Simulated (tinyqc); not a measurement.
# CMOS inverter, nodal equation and switching: several studies

An n-channel pull-down (bn, VTn) and a p-channel pull-up (bp, VTp) share the input Vin and the output node Vout, which carries the load C. Transistor (EKV form, voltages against the body): I = 2 n b Vt^2 [F(vp - Vs) - F(vp - Vd)] from drain to source, F(v) = ln^2(1 + exp(v/(2 Vt))), vp = (Vg - VT + sg |Vd - Vs|)/n. n-channel bodies are at 0; for the p-channel device all voltages are counted down from Vdd. b in uA/V^2 gives I in uA. Static: In = Ip. Transient: C dVout/dt = Ip - In. No velocity saturation, no gate capacitance beyond C.

Inputs (values chosen for the exercise): temperature T = 250 K; supply voltage Vdd = 0.8 V; slope factor n = 1.27; drain-induced barrier lowering sg = 0.078; n-channel threshold VTn = 0.27 V; p-channel threshold (magnitude) VTp = 0.39 V; gain factor of the pull-down transistor bn = 150 uA/V^2; gain factor of the pull-up transistor bp = 45 uA/V^2; load capacitance C = 1.3 fF.

Constants: q = 1.602176634e-19 C, kB = 1.380649e-23 J/K, Vt = kB T/q. Results are converted to the units shown.

Each table varies one quantity; the others keep the values above.

## Effect of the gain factor of the pull-up transistor

VM solves In = Ip with Vin = Vout; VIL and VIH are the inputs of gain -1, NML = VIL - Vout(VIH), NMH = Vout(VIL) - VIH. For a step input the delay to Vdd/2 is tHL = C times the integral of dV/(In - Ip) from Vdd/2 to Vdd at Vin = Vdd, and tLH likewise with Ip - In from 0 to Vdd/2 at Vin = 0.

The same in every row: tHL (ps) = 26.52.

Effect of the gain factor of the pull-up transistor:
```
bp (uA/V^2),VM (V),gain at VM,NML (V),NMH (V),tLH (ps)
30,0.2978,-12.82,0.2028,0.4303,211.2
46,0.3100,-12.82,0.2163,0.4159,137.8
71,0.3225,-12.82,0.2304,0.4010,89.26
110,0.3353,-12.82,0.2449,0.3860,57.61
170,0.3480,-12.82,0.2597,0.3712,37.28
250,0.3593,-12.82,0.2729,0.3582,25.35
390,0.3722,-12.82,0.2882,0.3436,16.25
600,0.3846,-12.82,0.3028,0.3298,10.56
```

Read the table: what changes, and by how much?

As bp goes from 30 to 600 uA/V^2, VM rises from 0.298 to 0.385 V, the size of the gain stays near 12.8, tHL stays near 26.5 ps and tLH falls from 211 to 10.6 ps. The smaller margin is largest, 0.303 V, at bp = 600 uA/V^2 among the rows. A stronger pull-up raises VM and trades low-side against high-side margin. In every row the overdrive passes 0.5 V, where velocity saturation, left out here, would lengthen the delays of short devices.

## Effect of the slope factor

Same model as above.

Effect of the slope factor:
```
n,VM (V),gain at VM,NML (V),NMH (V),tHL (ps),tLH (ps)
1,0.3125,-12.82,0.2155,0.4145,21.16,111.0
1.1,0.3114,-12.82,0.2160,0.4152,23.09,122.0
1.2,0.3102,-12.82,0.2159,0.4160,25.09,133.1
1.3,0.3089,-12.82,0.2154,0.4169,27.14,144.1
1.4,0.3076,-12.82,0.2147,0.4178,29.21,155.2
1.5,0.3063,-12.82,0.2137,0.4188,31.29,166.3
1.6,0.3049,-12.82,0.2125,0.4199,33.37,177.4
```

What does the table show?

As n goes from 1 to 1.6, VM falls from 0.313 to 0.305 V, the size of the gain stays near 12.8, tHL rises from 21.2 to 33.4 ps and tLH rises from 111 to 177 ps. The smaller margin is largest, 0.216 V, at n = 1.1 among the rows. In every row the overdrive passes 0.5 V, where velocity saturation, left out here, would lengthen the delays of short devices.

## Effect of the supply voltage

Same model as above.

Effect of the supply voltage:
```
Vdd (V),VM (V),gain at VM,NML (V),NMH (V),tHL (ps),tLH (ps)
0.2,0.03220,-3.778,-0.007295,0.1459,8434,1.972e6
0.3,0.07906,-10.47,0.03823,0.1919,744.6,6.673e4
0.4,0.1282,-12.51,0.08283,0.2377,179.9,4525
0.5,0.1768,-12.78,0.1252,0.2830,81.72,895.6
0.6,0.2237,-12.81,0.1631,0.3277,49.60,365.4
0.8,0.3093,-12.82,0.2156,0.4166,26.52,140.8
1,0.3856,-12.82,0.2390,0.5107,17.77,82.19
1.2,0.4579,-12.82,0.2496,0.6080,13.29,56.93
```

What does the comparison show?

As Vdd goes from 0.2 to 1.2 V, VM rises from 0.0322 to 0.458 V, the size of the gain rises from 3.78 to 12.8, tHL falls from 8430 to 13.3 ps and tLH falls from 1.97e6 to 56.9 ps. The smaller margin is largest, 0.250 V, at Vdd = 1.2 V among the rows. For Vdd = 0.8 to 1.2 V the overdrive passes 0.5 V, where velocity saturation, left out here, would lengthen the delays of short devices. For Vdd = 0.2 to 0.3 V the supply is below a threshold, where mismatch, left out here, dominates margins and delay.

Program tinyqc, `OMP_NUM_THREADS=1 python tinyqc.py 2340118 2340119 out.jsonl`; Intel Xeon 2.30GHz, shared host, one thread, about 0.06 s.
